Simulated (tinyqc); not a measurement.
# Gate-all-around wire, scale length and short-channel effects, step by step

Program tinyqc, `OMP_NUM_THREADS=1 python tinyqc.py 2420111 2420112 out.jsonl`; Intel Xeon 2.30GHz, shared host, one thread, about 0.01 s. Printed values are rounded.

A round wire of diameter ts in an insulator shell of thickness ti under a surrounding gate. Below threshold the potential that source and drain add obeys Laplace's equation and vanishes on the gate. Its lowest mode decays along the channel as exp(-k y); k is the smallest positive root of the matching condition at the interface, and the scale length is Lambda = pi/k.

Parameters, values chosen for the exercise; permittivities: semiconductor made up, insulator close to that of aluminium oxide: temperature T = 293 K; relative permittivity of the semiconductor eps_r = 11.6; relative permittivity of the insulator ei = 9.07; insulator thickness ti = 1.4 nm; wire diameter ts = 5.7 nm; channel length L = 15 nm; potential of the source Vbi = 0.93 V; potential of the barrier top at threshold sT = 0.39 V; long-channel threshold VTL = 0.45 V; long-channel body factor m = 1; drain voltage Vds = 0.8 V.

Constants: q = 1.602176634e-19 C, kB = 1.380649e-23 J/K, Vt = kB T/q. Results are converted to the units shown.

## Scan of the matching condition

k, point 0 to 7 (1/nm): 0.08625  0.1725  0.25875  0.345  0.43125  0.5175  0.60375  0.69

f(k) = ei J0(u)[J1(u) Y0(v) - Y1(u) J0(v)] - eps_r J1(u)[J0(u) Y0(v) - Y0(u) J0(v)], u = k ts/2, v = u + k ti.

f(k), point 0 to 7: 22.6292  10.0671  5.4191  2.8469  1.2017  0.1072  -0.6002  -1.0109

The first change of sign lies between k = 0.5175 and 0.60375 1/nm.

## Iteration 1: decay constant by Newton steps

k at the start = 0.603750 1/nm

f(k) = ei J0(u)[J1(u) Y0(v) - Y1(u) J0(v)] - eps_r J1(u)[J0(u) Y0(v) - Y0(u) J0(v)], u = k ts/2, v = u + k ti; f' by a central difference with +/- 1e-5 1/nm; k(new) = k - f/f'.

f = -0.600157
f' = -6.34264 nm
k after iteration 1 = 0.509127 1/nm

## Iteration 2: decay constant by Newton steps

As before.

f = 0.194595
f' = -10.6624 nm
k after iteration 2 = 0.527378 1/nm

## Course of the iteration: decay constant by Newton steps

Stop when k changes by less than 1e-10 1/nm, or after 30 iterations.

Course of the iteration:
```
iteration	k (1/nm)	|change| (1/nm)
1	0.509127	0.0946
2	0.527378	0.0183
3	0.528264	8.86e-4
4	0.528266	2.01e-6
5	0.528266	1.04e-11
```

Converged in 5 iterations. At the end the number of correct digits about doubles with each step.

## Scale length against simple estimates

k = 0.528266 1/nm

Lambda = pi/k and l = 1/k. A parabolic potential across the structure gives l(parabolic) = sqrt([2 eps_r ts^2 ln(1 + 2 ti/ts) + ei ts^2]/(16 ei)).

Lambda = 5.94699 nm
l = 1.89299 nm
l(parabolic) = 2.02637 nm

The parabolic estimate is 7.0 % above l.

## Threshold shift, barrier position and swing

Along the channel psi(y) = s + a exp(y/l) + b exp(-y/l) with psi(0) = Vbi, psi(L) = Vbi + Vds and l = 1/k = Lambda/pi; with A = Vbi - s, B = A + Vds, x = exp(-L/l): a = (B - A x) x/(1 - x^2), b = (A - B x)/(1 - x^2). The minimum is s + 2 sqrt(a b), at y = (l/2) ln(b/a). The long-channel potential follows the gate as s = sT + (Vg - VTL)/m, and the threshold VT is the gate voltage at which the minimum equals sT. Swing = m Vt ln 10/g at threshold, g = d(minimum)/ds = 1 - (b x + a)/((1 + x) sqrt(a b)).

s at threshold = 0.356236 V
a = 4.97167e-4 V
b = 0.573267 V
position of the minimum = 6.67295 nm
VT = 0.416236 V
swing = 60.6689 mV/decade

The threshold lies 33.8 mV below the long-channel value, and the barrier top sits at 0.44 L from the source.
